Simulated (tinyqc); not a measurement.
# Energy and delay of logic against supply voltage: optimum supplies against the logic depth

One expression serves below and above threshold: I(Vg) = Ik [ln(1 + exp((Vg - VT + dd V)/(al nf Vt)))]^al, with I_on = I(V) and I_off = I(0). Gate delay td = kd C V/I_on, clock period LD td. Per gate and cycle the switching energy is act C V^2 and the leakage energy I_off V LD td. No short-circuit current, no variation. Minima are sought above 0.09 V; below a few Vt gates no longer switch and the model has no meaning.

V_min minimises the energy and V_EDP the product of energy and td.

Values chosen for this exercise; values of the order met in logic technologies: temperature T = 250 K; threshold voltage at zero drain bias VT = 0.43 V; slope factor nf = 1.17; barrier lowering per volt of supply dd = 0.1; specific current of a gate Ik = 2.5 uA; exponent of the current law al = 1.86; load capacitance of a gate C = 0.33 fF; delay factor kd = 0.7; activity factor act = 0.3.

Constants: q = 1.602176634e-19 C, kB = 1.380649e-23 J/K, Vt = kB T/q. Results are converted to the units shown.

Result of one run:
```
LD  V_min (V)  energy at V_min (aJ)  leakage share (%)  clock at V_min (MHz)  V_EDP (V)  clock at V_EDP (GHz)
50     0.1321                 2.797              38.20               0.02037      1.029                 32.26
```

What becomes of these results when the logic depth LD is changed from 50 to 150, all else the same?

Result of the changed run:
```
LD   V_min (V)  energy at V_min (aJ)  leakage share (%)  clock at V_min (MHz)  V_EDP (V)  clock at V_EDP (GHz)
150     0.1693                 4.046              29.87               0.02674      1.029                 10.75
```

The whole series:
```
LD   V_min (V)  energy at V_min (aJ)  leakage share (%)  clock at V_min (MHz)  V_EDP (V)  clock at V_EDP (GHz)
20     0.09202                 1.855              54.81               0.01271      1.029                 80.65
30      0.1122                 2.265              44.96               0.01677      1.029                 53.77
50      0.1321                 2.797              38.20               0.02037      1.029                 32.26
80      0.1486                 3.312              33.98               0.02321      1.029                 20.16
150     0.1693                 4.046              29.87               0.02674      1.029                 10.75
```

As LD goes from 20 to 150, V_min rises from 0.0920 to 0.169 V, the energy there rises from 1.86 to 4.05 aJ, the clock there rises from 0.0127 to 0.0267 MHz and V_EDP stays near 1.03 V. act and LD enter V_min only through the ratio act/LD.

Numbers from tinyqc (`OMP_NUM_THREADS=1 python tinyqc.py 2082151 2082152 out.jsonl`; about 0.01 s on one thread of a shared Intel Xeon 2.30GHz).
